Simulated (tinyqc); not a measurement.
Which input was changed? Model: hot carriers by balance equations with a heated Maxwellian. Computed by tinyqc, a small Python program. Command: `OMP_NUM_THREADS=1 python tinyqc.py 3011213 3011214 out.jsonl hot which`. One thread of a shared host (Intel(R) Xeon(R) Processor @ 2.30GHz), about 0.2 s of CPU time with the checks.

The carriers follow a Maxwellian at an electron temperature T_e, slightly displaced; the drift energy is neglected against k_B T_e. The balance averages the rate, not the time, so mu_0 lies below the relaxation-time value.

Inputs (values chosen for the exercise, modelled on electrons in diamond):
```
quantity                                          value       unit
effective mass m                                  0.498        m_0
density rho                                        3515     kg/m^3
sound velocity v_l                                18400        m/s
acoustic deformation potential D_A                  8.2         eV
phonon energy hbar w                                137        meV
optical or intervalley deformation potential D_o      9  1e8 eV/cm
final valleys Z_f                                     5          -
lattice temperature T                               300          K
electric field F                                     20      kV/cm
mixing                                              0.4          -
iteration cap                                       300          -
```

Band: parabolic. Solver: damped fixed point.

Constants: k_B = 8.617333262e-05 eV/K; k_B = 1.380649e-23 J/K; e = 1.602176634e-19 C; hbar = 1.054571817e-34 J s; m_0 = 9.1093837015e-31 kg; hbar = 6.582119569e-16 eV s.

Method:
- Parabolic band: E = hbar^2 k^2/(2 m), speed v = hbar k/m, states per spin, volume and energy g(E) = m k/(2 pi^2 hbar^2). Masses are multiplied by m_0 and all formulas are in SI units.
- Phonon occupation N_q = 1/(exp(hbar w/(k_B T)) - 1).
- Acoustic deformation potential (elastic, equipartition, absorption and emission together): 1/tau = 2 pi k_B T D_A^2 g(E)/(hbar rho v_l^2).
- Optical or intervalley deformation potential: 1/tau = (pi Z_f D_o^2/(rho w)) [N_q g(E + hbar w) + (N_q + 1) g(E - hbar w)], with g = 0 below the band edge.
- Averages over the Maxwellian, <y> = int y x^(1/2) exp(-x) dx / int x^(1/2) exp(-x) dx with x = E/(k_B T_e), split at x_0 = hbar w/(k_B T_e): 64 Gauss-Legendre points in sqrt(x) below it and 128 in sqrt(x - x_0) above it, up to x = 32. Momentum balance: mu(T_e) = e/(m nu), nu = <x (sum of rates)>/<x>. Power lost per carrier: P(T_e) = hbar w <emission rate - absorption rate> + <(2 m v_l^2/(k_B T)) (E - 2 k_B T) acoustic rate>.
- Energy relaxation time at weak heating: tau_E = (3/2) k_B / (dP/dT_e), the derivative by a central difference of +/- 0.5 K at T_e = T.
- Fixed point: T_out = T + (T_e - T) e mu(T_e) F^2/P(T_e), T_new = T_e + mixing (T_out - T_e).
- Start at T_e = 1.5 T; stop when T_e moves by less than 1e-6 K or exceeds 1e6 K.
- v = mu(T_e) F; warm-carrier coefficient (mu/mu_0 - 1)/F^2.

Task: One of these inputs alone was changed, within the range given: effective mass m (0.249 to 0.996); acoustic deformation potential D_A (4.1 to 16.4); optical or intervalley deformation potential D_o (4.5 to 18); lattice temperature T (150 to 600). Which one, and to what value?

Results:
```
run     drift velocity (1e7 cm/s)  electron temperature T_e (K)  energy relaxation time tau_E (ps)
before                   1.217964                      733.8000                          0.7367286
after                    1.189784                      725.6563                          0.7306093
```

Result:

Each candidate set to reproduce drift velocity, and what it then gives:
```
candidate                                                     range searched  value needed  electron temperature T_e (K)  energy relaxation time tau_E (ps)
effective mass m (m_0)                                        0.249 to 0.996        0.5106                        715.86                            0.70894
acoustic deformation potential D_A (eV)                          4.1 to 16.4         9.120                        725.66                            0.73061
optical or intervalley deformation potential D_o (1e8 eV/cm)       4.5 to 18         9.904                        675.40                            0.61214
lattice temperature T (K)                                         150 to 600         325.3                        733.29                            0.57098
```

Only acoustic deformation potential D_A fits every result: it went from 8.2 to 9.12 eV. The next best candidate, effective mass m, misses one result by 3.0 %.

Caution: the drift energy m v^2/2 is not small against the heating (3/2) k_B (T_e - T), so T_e - T is rough.
